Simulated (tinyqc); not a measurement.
What moves the results: quantum well in an electric field by finite differences. A value that a table varies takes the place of the one given here.

Finite differences on points z_i at the centres of cells of width h: H_ii = (c/h^2)(1/m_(i-1/2) + 1/m_(i+1/2)) + V_i, H_(i,i+1) = -(c/h^2)/m_(i+1/2), where m_(i+1/2) is the mean of the masses at the two points (the end values are repeated outwards), psi = 0 on the points beyond both ends, c = hbar^2/2m0. The field adds e F (z - z0) with z0 the middle of the structure; 1 kV/cm = 1e-5 eV/angstrom.

Constants: hbar^2/2m0 = 3.80998211 eV angstrom^2.

Parameters, chosen for this exercise (near those of an InGaAs well in InP; not measured data): layers = ((72, 0.236, 0.0779), (144, 0, 0.041), (72, 0.236, 0.0779)) (each layer: thickness in angstrom, band edge in eV, mass in m0); hf = 1.5 angstrom (cell width of the fine grid); Fs = (0, 8.33, 16.7, 25, 33.3, 41.7, 50) kV/cm (fields); F = 21 kV/cm (field along z); Lw = 144 angstrom (well width); Lb = 72 angstrom (each outer barrier); V0 = 0.236 eV (barrier height); mw = 0.041 m0 (mass in the well); mb = 0.0779 m0 (mass in the barriers).

## Stark shift

Fine grid. Perturbation theory: dE1 = e F z_11 - beta (e F)^2 with beta = sum_j z_1j^2/(E_j - E_1) over the 13 next levels at zero field, z from z0.

Levels against field:

| F (kV/cm) | E1 (eV) | E2 (eV) | dE1 (meV) | second order (meV) | <z - z0> (angstrom) | E2 - E1 (meV) |
|---|---|---|---|---|---|---|
| 0 | 0.0234 | 0.0945 | 0.00 | 0.00 | 0.0 | 71.2 |
| 8.33 | 0.0232 | 0.0946 | -0.12 | -0.12 | -2.9 | 71.3 |
| 16.7 | 0.0229 | 0.0946 | -0.49 | -0.49 | -5.8 | 71.8 |
| 25.0 | 0.0223 | 0.0948 | -1.09 | -1.10 | -8.7 | 72.5 |
| 33.3 | 0.0214 | 0.0950 | -1.92 | -1.95 | -11.4 | 73.5 |
| 41.7 | 0.0204 | 0.0952 | -2.99 | -3.06 | -14.1 | 74.8 |
| 50.0 | 0.0191 | 0.0955 | -4.26 | -4.40 | -16.6 | 76.4 |

z_11 = 0.00 angstrom
beta = 1.758e+04 angstrom^2/eV

At zero field the state is centred, so the shift starts as F^2; it turns linear only if the state is pulled to one side. At 50 kV/cm E1 has moved by -4.26 meV, where second order gives -4.40 meV; they differ by 3.1 % there. The electron moves by -16.6 angstrom, against the rise of the potential. E2 - E1 grows with the field; the ends are 71.2 and 76.4 meV.

## Order of mass and momentum

Fine grid. Hermitian kinetic operators m^a p m^b p m^a with 2a + b = -1: H_ii = (c/h^2) m_i^(2a) (m_(i-1/2)^b + m_(i+1/2)^b) + V_i, H_(i,i+1) = -(c/h^2) m_i^a m_(i+1)^a m_(i+1/2)^b; BenDaniel-Duke is a = 0. The halved form has H_ii = 2c/(h^2 m_i) + V_i and H_(i,i+1) = -(c/2h^2)(1/m_i + 1/m_(i+1)). The shifts are measured against BenDaniel-Duke; the last column repeats E1 with cells of hf/4.

Levels (eV):

| operator | E1 | E2 | E1 - E1(BDD) (meV) | E1 at hf/4 |
|---|---|---|---|---|
| BenDaniel-Duke | 0.0226 | 0.0947 | 0.0 | 0.0226 |
| (1/m) p^2 + p^2 (1/m), halved | -0.0009 | 0.0371 | -23.5 | -1.0795 |
| m^(-1/2) p^2 m^(-1/2) | 0.0297 | 0.1144 | 7.1 | 0.0297 |
| m^(-1/4) p m^(-1/2) p m^(-1/4) | 0.0263 | 0.1044 | 3.7 | 0.0263 |
| one mass, the smallest | 0.0263 | 0.1047 | 3.7 | 0.0263 |

The three forms m^a p m^b p m^a span 7.1 meV in E1, 10 % of E2 - E1; they differ only at the mass steps (largest to smallest mass 1.90), where m^a psi is the continuous quantity. Dropping the mass step altogether moves E1 by +3.7 meV. Refining the grid moves the halved form by -1078.6 meV, against at most 0.02 meV for the other three: at an abrupt step it has no limit as the grid is refined.

## Thickness of the outer barriers

Fine grid, zero field, both outer layers set to each thickness in turn.

Levels (eV):

| outer layers (angstrom) | E1 | E2 | E3 |
|---|---|---|---|
| 18.000 | 0.02529 | 0.10328 | 0.23811 |
| 36.000 | 0.02354 | 0.09568 | 0.21653 |
| 72.000 | 0.02337 | 0.09452 | 0.20881 |
| 144.000 | 0.02337 | 0.09450 | 0.20761 |
| 288.000 | 0.02337 | 0.09450 | 0.20758 |

Which of the three levels are properties of the well, and how thick must the outer layers be?

E1 is bound, and within 0.1 meV of the last row from 72 angstrom on. E2 is bound, and within 0.1 meV of the last row from 72 angstrom on. E3 is bound, and within 0.1 meV of the last row from 144 angstrom on.

## What each parameter does

Three layers: barrier, well, barrier; fine grid. The Stark shift is E1(F) - E1(0). Each row changes one parameter from the base and keeps the others.

Results:

| case | E1 (eV) | E2 - E1 (meV) | Stark shift (meV) | <z - z0> (angstrom) |
|---|---|---|---|---|
| base | 0.0226 | 72.1 | -0.77 | -7.30 |
| Lw = 120 angstrom | 0.0299 | 92.9 | -0.46 | -4.36 |
| Lb = 96 angstrom | 0.0226 | 72.1 | -0.77 | -7.31 |
| V0 = 0.283 eV | 0.0238 | 75.4 | -0.70 | -6.67 |
| mw = 0.0471 m0 | 0.0210 | 66.4 | -0.80 | -7.55 |
| mb = 0.0935 m0 | 0.0215 | 70.5 | -0.80 | -7.60 |
| F = 10.5 kV/cm | 0.0232 | 71.4 | -0.19 | -3.68 |

The largest shifts from the base row, up to three for each result and ties (the steps differ in size, so this ranks the rows, not the parameters). E1 (eV): Lw +0.0073, mw -0.0016, V0 +0.0012; unchanged at the printed digits by Lb. E2 - E1 (meV): Lw +20.8, mw -5.7, V0 +3.3; unchanged at the printed digits by Lb. Stark shift (meV): F +0.58, Lw +0.31, V0 +0.07; unchanged at the printed digits by Lb. <z - z0> (angstrom): F +3.62, Lw +2.95, V0 +0.63.

tinyqc: `OMP_NUM_THREADS=1 python tinyqc.py 1251970 1251971 out.jsonl`; about 0.01 s, one thread, shared Intel(R) Xeon(R) Processor @ 2.30GHz.
